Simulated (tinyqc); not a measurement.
# From collector current density J_C back to base-emitter voltage V_BE

Model: minority-electron transport through the base of a bipolar transistor (Moll-Ross and Kroemer integrals). Computed by tinyqc, a small Python program. Command: `OMP_NUM_THREADS=1 python tinyqc.py 3014437 3014438 out.jsonl base inv`. One thread of a shared host (Intel(R) Xeon(R) Processor @ 2.30GHz), about 0.02 s of CPU time with the checks.

Low injection, one dimension, x from the emitter edge (0) to the collector edge (W), s = x/W. Recombination is treated as a small correction (valid for tau_B well below tau_n), computed from the stored charge.

Inputs (values chosen for the exercise, modelled on silicon):
```
quantity                                     value        unit
intrinsic density n_i at the emitter edge  9.5e+09      1/cm^3
base doping at the emitter edge N_0        8.1e+17      1/cm^3
base width W                                   130          nm
mu_min                                         160  cm^2/(V s)
mu_max                                        1330  cm^2/(V s)
N_ref                                      8.5e+16      1/cm^3
saturation velocity v_s                       0.89    1e7 cm/s
temperature T                                  300           K
doping ratio N_0/N(W)                          4.2           -
gap narrowing across the base dE_g              42         meV
```

Base doping profile: exponential. Gap grading: linear. Exit of the base: saturation velocity.

Constants: k_B = 8.617333262e-05 eV/K; e = 1.602176634e-19 C.

Method. N(x) = N_0 (ratio)^(-s); n_i(x)^2 = n_i^2 exp(s dE_g/k_B T); D(x) = (k_B T/e) mu, mu = mu_min + (mu_max - mu_min)/(1 + (N/N_ref)^0.7). With y(x) = N n_i^2/(D n_i(x)^2): base Gummel number G_B = int_0^W y dx + N(W) n_i^2/(v_s n_i(W)^2); J_C = e n_i^2 exp(e V_BE/k_B T)/G_B; n(x) = (J_C/e)(n_i(x)^2/(N n_i^2)) [int_x^W y dx + the same exit term]; transit time tau_B = (e/J_C) int n dx; trapezoid rule on 401 even points.

Question. A run gave the result below. Find the base-emitter voltage V_BE, known to lie between 0.52 and 0.94 V.

collector current density J_C = 5.930736 A/cm^2

Answer.

Each step takes the trial c = (a f_b - b f_a)/(f_b - f_a), f being the result less the target and a, b, c the logarithms of the listed values; c replaces end b, the old b replaces a if the sign of f changed, and otherwise f_a is halved.

Scan of the range:
```
base-emitter voltage V_BE (V)  collector current density J_C (A/cm^2)
0.520                                                     2.49858e-02
0.574                                                     2.01768e-01
0.633                                                     1.97701e+00
0.699                                                     2.53957e+01
0.772                                                     4.27668e+02
0.852                                                     9.44165e+03
0.940                                                     2.84042e+05
```

False position (Illinois rule, in the logarithm of the input) inside the bracket:
```
step     end a     end b     trial  collector current density J_C (A/cm^2)
1     0.633000  0.699000  0.643688                                 2.98928
2     0.699000  0.643688  0.650692                                 3.91945
3     0.699000  0.650692  0.658722                                 5.34712
4     0.699000  0.658722  0.662922                                 6.29035
5     0.658722  0.662922  0.661317                                 5.91183
6     0.662922  0.661317  0.661398                                 5.93016
7     0.662922  0.661398  0.661402                                 5.93127
8     0.661398  0.661402  0.661400                                 5.93074
9     0.661402  0.661400  0.661400                                 5.93074
```

Collector current density J_C rises at every point of a 13-point scan of the range (every second point is shown), so one value fits; it is bracketed by 0.633 and 0.699. Answer: base-emitter voltage V_BE = 0.6614 V.
